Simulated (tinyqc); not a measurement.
From mu/mu_0 back to electric field F: hot carriers by balance equations with a heated Maxwellian. Computed by tinyqc, a small Python program. Command: `OMP_NUM_THREADS=1 python tinyqc.py 3002563 3002564 out.jsonl hot inv`. One thread of a shared host (Intel(R) Xeon(R) Processor @ 2.30GHz), about 0.2 s of CPU time with the checks.

The carriers follow a Maxwellian at an electron temperature T_e, slightly displaced; the drift energy is neglected against k_B T_e. The balance averages the rate, not the time, so mu_0 lies below the relaxation-time value.

Inputs (values chosen for the exercise, for a model non-polar semiconductor):

| quantity | value | unit |
|---|---|---|
| effective mass m | 0.273 | m_0 |
| density rho | 5570 | kg/m^3 |
| sound velocity v_l | 10600 | m/s |
| acoustic deformation potential D_A | 6.6 | eV |
| phonon energy hbar w | 48.3 | meV |
| optical or intervalley deformation potential D_o | 5.9 | 1e8 eV/cm |
| final valleys Z_f | 2 | - |
| lattice temperature T | 300 | K |
| mixing | 0.2 | - |
| iteration cap | 300 | - |

Band: parabolic. Solver: damped fixed point.

Constants: k_B = 8.617333262e-05 eV/K; k_B = 1.380649e-23 J/K; e = 1.602176634e-19 C; hbar = 1.054571817e-34 J s; m_0 = 9.1093837015e-31 kg; hbar = 6.582119569e-16 eV s.

Method:
- Parabolic band: E = hbar^2 k^2/(2 m), speed v = hbar k/m, states per spin, volume and energy g(E) = m k/(2 pi^2 hbar^2). Masses are multiplied by m_0 and all formulas are in SI units.
- Phonon occupation N_q = 1/(exp(hbar w/(k_B T)) - 1).
- Acoustic deformation potential (elastic, equipartition, absorption and emission together): 1/tau = 2 pi k_B T D_A^2 g(E)/(hbar rho v_l^2).
- Optical or intervalley deformation potential: 1/tau = (pi Z_f D_o^2/(rho w)) [N_q g(E + hbar w) + (N_q + 1) g(E - hbar w)], with g = 0 below the band edge.
- Averages over the Maxwellian, <y> = int y x^(1/2) exp(-x) dx / int x^(1/2) exp(-x) dx with x = E/(k_B T_e), split at x_0 = hbar w/(k_B T_e): 64 Gauss-Legendre points in sqrt(x) below it and 128 in sqrt(x - x_0) above it, up to x = 32. Momentum balance: mu(T_e) = e/(m nu), nu = <x (sum of rates)>/<x>. Power lost per carrier: P(T_e) = hbar w <emission rate - absorption rate> + <(2 m v_l^2/(k_B T)) (E - 2 k_B T) acoustic rate>.
- Energy relaxation time at weak heating: tau_E = (3/2) k_B / (dP/dT_e), the derivative by a central difference of +/- 0.5 K at T_e = T.
- Fixed point: T_out = T + (T_e - T) e mu(T_e) F^2/P(T_e), T_new = T_e + mixing (T_out - T_e).
- Start at T_e = 1.5 T; stop when T_e moves by less than 1e-6 K or exceeds 1e6 K.
- v = mu(T_e) F; warm-carrier coefficient (mu/mu_0 - 1)/F^2.

Task: A run gave the result below. Find the electric field F, known to lie between 0.39 and 0.89 kV/cm.

mu/mu_0 = 0.9086217

Result:

Each step takes the trial c = (a f_b - b f_a)/(f_b - f_a), f being the result less the target and a, b, c the logarithms of the listed values; c replaces end b, the old b replaces a if the sign of f changed, and otherwise f_a is halved.

Scan of the range:

| electric field F (kV/cm) | mu/mu_0 |
|---|---|
| 0.390 | 0.961091 |
| 0.447 | 0.950225 |
| 0.513 | 0.936611 |
| 0.589 | 0.919878 |
| 0.676 | 0.899759 |
| 0.776 | 0.875913 |
| 0.890 | 0.848432 |

False position (Illinois rule, in the logarithm of the input) inside the bracket:

| step | end a | end b | trial | mu/mu_0 |
|---|---|---|---|---|
| 1 | 0.589000 | 0.676000 | 0.636194 | 0.909064 |
| 2 | 0.676000 | 0.636194 | 0.638031 | 0.908638 |
| 3 | 0.676000 | 0.638031 | 0.638164 | 0.908607 |
| 4 | 0.638031 | 0.638164 | 0.638100 | 0.908622 |
| 5 | 0.638164 | 0.638100 | 0.638100 | 0.908622 |

mu/mu_0 falls at every point of a 13-point scan of the range (every second point is shown), so one value fits; it is bracketed by 0.589 and 0.676. Answer: electric field F = 0.6381 kV/cm.

Caution: the drift energy m v^2/2 is not small against the heating (3/2) k_B (T_e - T), so T_e - T is rough.
